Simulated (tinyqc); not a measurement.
AlGaN/GaN HEMT with access regions, lumped model: one step of the calculation.

A polarisation-induced electron sheet under a Schottky gate, in series with two ungated access regions and contacts. Drift law v = mu E/(1 + mu E/vs) under the gate. Currents in mA/mm, resistances in ohm mm. No self-heating, no channel-length modulation; fits for polarisation, barrier and offset are chosen for the exercise.

Problem. Polarisation charge, threshold and sheet resistance. sigma = (5e13 x + 1.6e13 x^2) cm^-2, phiB = 0.84 + 1.3 x, dEc = 0.7 (1.71 x + x^2) in volts, Cb = eps0 eps_r/d, VT = phiB - dEc - q sigma/Cb, access density n0 = -Cb VT/q. Rsh = 1/(q mu n0); largest access current q n0 vs.

Parameters, values chosen for the exercise; values close to those of AlGaN/GaN structures:
- x = 0.17 (aluminium share of the barrier)
- d = 15 nm (barrier thickness)
- eps_r = 9.4 (relative permittivity of barrier and channel)
- mu = 1500 cm^2/(V s) (channel mobility)
- vs = 1.3e7 cm/s (saturation velocity)

Constants: q = 1.602176634e-19 C, eps0 = 8.8541878128e-14 F/cm where lengths are in cm. Results are converted to the units shown.

Give: sigma; Cb; VT; n0; Rsh; q n0 vs.

Solution.

sigma = 8.962e12 cm^-2
Cb = 0.5549 uF/cm^2
VT = -1.751 V
n0 = 6.063e12 cm^-2
Rsh = 686.3 ohm
q n0 vs = 1263 mA/mm

Computed by the program tinyqc: `OMP_NUM_THREADS=1 python tinyqc.py 2570027 2570028 out.jsonl`, one thread of a shared Intel Xeon 2.30GHz, about 0.02 s for the whole run.
